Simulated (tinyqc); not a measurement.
## Doping from resistivity

Problem. A uniform, uncompensated and fully ionised sample has rho = 1/(q N mu), mu = m1 + (m2 (T/300 K)^(-bt) - m1)/(1 + (N/Nr)^am). Find N, mu and the diffusion coefficient mu Vt.

Parameters, values chosen for the exercise:
```
symbol,value,unit,meaning
T,350,K,temperature
m1,54.2,cm^2/(V s),mobility limit at high doping
m2,1020,cm^2/(V s),"mobility limit at low doping, at 300 K"
Nr,1.95e17,cm^-3,reference doping of the mobility law
am,0.698,,exponent of the mobility law
bt,1.9,,temperature exponent of m2
```

Constants: q = 1.602176634e-19 C, kB = 1.380649e-23 J/K, Vt = kB T/q. Results are converted to the units shown.

resistivity = 0.0090697632 ohm cm

Answer. With am below 1 the product N mu rises steadily with N, so one doping matches; it is found by iterating N = 1/(q rho mu(N)).

N = 6.100e18 cm^-3
mu = 112.8 cm^2/(V s)
diffusion coefficient = 3.403 cm^2/s

tinyqc, about 0.01 s, one thread, Intel Xeon 2.30GHz (shared host): `OMP_NUM_THREADS=1 python tinyqc.py 2110037 2110038 out.jsonl`
